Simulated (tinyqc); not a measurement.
# Changing the aspect ratio a

Model: atomic layer deposition: Langmuir saturation, growth per cycle and coating of deep features. Computed by tinyqc, a small Python program. Command: `OMP_NUM_THREADS=1 python tinyqc.py 3012299 3012300 out.jsonl ald sweep`. One thread of a shared host (Intel(R) Xeon(R) Processor @ 2.30GHz), about 0.01 s of CPU time with the checks.

Precursor A sticks only on free sites, so a long enough pulse saturates; co-reactant B then frees the sites again.

Inputs (values chosen for the exercise, modelled on zinc oxide from diethylzinc and water):
```
quantity,value,unit
precursor mass M,124,u
site density q,7.7,1/nm^2
sticking probability beta on free sites,0.00074,-
precursor pressure p,0.82,Pa
temperature T,200,C
pulse time t,2.8,s
desorption energy E_d,1.74,eV
```

Feature: long trench.

Constants: u = 1.6605390666e-27 kg; k_B = 1.380649e-23 J/K; k_B = 8.617333262e-05 eV/K.

Method:
- Wall flux F = p/sqrt(2 pi M k_B T); rate of filling k_a = beta F/q; desorption k_d = 1e13 exp(-E_d/(k_B T)) per second. 1/m^2 = 1e-18/nm^2.
- Temperatures in kelvin are T(C) + 273.15.
- Diffusion-limited filling (Gordon) of a long trench of width w, hydraulic diameter 2w, so that a is replaced by a/2 in the hole formula: t = (q/F)(1 + 19a/8 + 3a^2/8). Reaction-limited filling needs ln(100)/k_a at any depth, k_a = beta F/q. Flow is molecular. The front picture holds when the modulus (a/2) sqrt(beta) is well above 1.
- Depth reached by the given pulse: solve the same formula for a. Exposure = p x diffusion-limited time; 1 langmuir = 1.33322e-4 Pa s.

One run for each value:
```
aspect ratio a,diffusion-limited time (s),exposure (langmuir),modulus
1,3.2372e-03,1.9911e+01,1.3601e-02
2.2,6.9406e-03,4.2689e+01,2.9923e-02
4.7,1.7650e-02,1.0856e+02,6.3927e-02
10,5.3738e-02,3.3052e+02,1.3601e-01
22,2.0265e-01,1.2464e+03,2.9923e-01
49,8.7859e-01,5.4038e+03,6.6647e-01
110,4.1434e+00,2.5484e+04,1.4962e+00
230,1.7597e+01,1.0823e+05,3.1283e+00
500,8.1957e+01,5.0408e+05,6.8007e+00
```

Describe and explain the trends.

Over the rows, diffusion-limited time (s) rises from 0.00324 to 82.0 (exponent d ln y / d ln x 0.97 between the first rows and 2.0 between the last); exposure (langmuir) rises from 19.9 to 504000 (exponent d ln y / d ln x 0.97 between the first rows and 2.0 between the last); modulus rises from 0.0136 to 6.80 (exponent d ln y / d ln x about 1.00 throughout). At the high end the exponent of diffusion-limited time is 1.98, close to 2: diffusion into a deep feature. The wall area to coat grows as a and the conductance to the front falls as 1/a, hence a^2 for deep features.

Caution (rows 1.00, 2.20, 4.70, 10.0, 22.0, 49.0, 110): the modulus is not well above 1 or the Gordon time is under three times ln(100)/k_a, so there is no sharp front: the Gordon time is only a lower bound and the reaction time must be met as well. Caution (rows 49.0, 110, 230, 500): for a long trench the a/2 rule ignores the ln(a)/a transmission of a slit, so times at large a are too long.
